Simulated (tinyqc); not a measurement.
# Equilibrium and kinetic segregation of a solute to boundaries and growing surfaces, step by step

A worked calculation. Computed by tinyqc, a small Python program that keeps every step. Command: `OMP_NUM_THREADS=1 python tinyqc.py 3021402 3021403 out.jsonl segreg walk`. One thread of a shared host (Intel(R) Xeon(R) Processor @ 2.30GHz), about 0.01 s of CPU time with the checks. Intermediate numbers are printed to about 5 digits and carried at full precision; extremes and crossings named in words are read from the listed rows.

Inputs (values chosen for the exercise, modelled on phosphorus in polycrystalline silicon):
```
quantity                          value          unit
segregation energy Q              0.425            eV
total solute fraction x0         0.0087             -
temperature T                       875             K
grain size d                        840            nm
boundary thickness delta           0.52            nm
atomic volume Omega               20.02    angstrom^3
clean boundary energy gamma_0      0.93         J/m^2
bulk diffusivity D              2.8e-17         m^2/s
anneal time t                       840             s
exchange barrier E_b               1.37            eV
surface segregation energy E_s     0.31            eV
growth temperature T_g              810             K
growth rate                         4.4  monolayers/s
```

Isotherm: Langmuir-McLean.

Constants: k_B = 8.617333262e-05 eV/K; 1 eV/angstrom^2 = 16.02176634 J/m^2.

## Coverage for very large grains

With theta the solute fraction on boundary sites and x that in the grains, theta/(1 - theta) = [x/(1 - x)] exp[Q/(k_B T)]. The coverage theta_inf is that for x = x0.

coverage theta_inf = 0.71111

## Depletion of small grains

Finite grains: boundary sites are the fraction f = 3 delta/d, and x0 = (1 - f) x + f theta; solve both equations for theta; share at boundaries = f theta/x0.

site fraction f = 0.0018571

coverage theta = 0.67809

fraction x left in the grains = 0.0074545

share of solute at boundaries = 14.475 %

enrichment theta/x = 90.964

14 % of the solute sits at boundaries; for a dopant that share is electrically lost.

## Boundary energy

Gibbs adsorption for this isotherm in a dilute matrix: gamma = gamma_0 + Gam_0 [k_B T ln(1 - theta)], Gam_0 = delta/Omega sites per area.

Gam_0 = 25.974 1/nm^2

boundary energy gamma = 0.57433 J/m^2

Segregation lowers gamma by 38 %, and the driving force of grain growth with it. Caution: so much solute in the grains may exceed the solubility and is no longer dilute.

## How fast the boundary fills

McLean kinetics from a uniform start, fed from both sides, with a constant enrichment beta = theta_inf/x0: (theta - x0)/(theta_inf - x0) = 1 - exp(s^2) erfc(s), s = 2 sqrt(D t)/(beta delta); half filling at s = 0.7691, t = (0.7691 beta delta/2)^2/D. D is an input and does not follow T.

s = 7.2165

degree of filling = 0.92255

time to half filling = 9.5409 s

diffusion length sqrt(D t) = 153.36 nm

## Segregation at a growing surface

Two-state exchange during growth, dilute: jump up r_u = nu exp(-E_b/(k_B T_g)), jump back r_d = r_u exp(-E_s/(k_B T_g)), nu = 1e13 1/s. In the time 1/R of one monolayer the share carried up is p = [r_u/(r_u + r_d)] [1 - exp(-(r_u + r_d)/R)]; the tail decays as p^n, length -1/ln p monolayers; the equilibrium limit has p = r_u/(r_u + r_d).

r_u = 29918 1/s

r_d = 352.47 1/s

share carried up p = 0.98836

decay length = 85.379 monolayers

Exchange is fast against growth: the equilibrium regime, where heating shortens the tail.

## Tail length against growth temperature

The formulas are those given above.

Exchange model:
```
T_g (K)       r_u/R        p  length (monolayers)  equilibrium limit
481      1.0048e-02  0.01000           2.1714e-01             1771.0
514      8.3883e-02  0.08046           3.9682e-01             1095.9
542      4.1460e-01  0.33931           9.2520e-01              763.5
570      1.7514e+00  0.82553           5.2156e+00              551.2
592      4.9380e+00  0.99064           1.0631e+02              436.1
615      1.3481e+01  0.99713           3.4737e+02              347.5
648      5.0288e+01  0.99613           2.5813e+02              258.1
698      2.9155e+02  0.99426           1.7360e+02              173.6
782      3.3672e+03  0.99005           1.0001e+02              100.0
```

The length peaks among these rows at 615 K with 347 monolayers. Below, exchange freezes (r_u/R = 0.010 in the first row); above, the length follows the equilibrium limit, about exp(E_s/(k_B T)), down to 100.

## Coverage against grain size

The formulas are those given above.

At T:
```
d (nm)    theta  x in the grains  share at boundaries (%)
15      0.08095        0.0003139                   96.767
30      0.15536        0.0006554                   92.859
60      0.28218        0.0013996                   84.330
120     0.44915        0.0028987                   67.114
250     0.58799        0.0050625                   42.173
500     0.65358        0.0066817                   23.439
1000    0.68363        0.0076455                   12.258
5000    0.70583        0.0084824                    2.531
```

From the largest grains to the smallest the share at boundaries rises from 2.5 to 97 %, and x/x0 falls to 0.036. In the dilute limit x/x0 = 1/(1 - f + f exp(Q/(k_B T))), which gives 0.033 at 15 nm.

Checks made by the program: mass balance (relative difference below 1e-10).
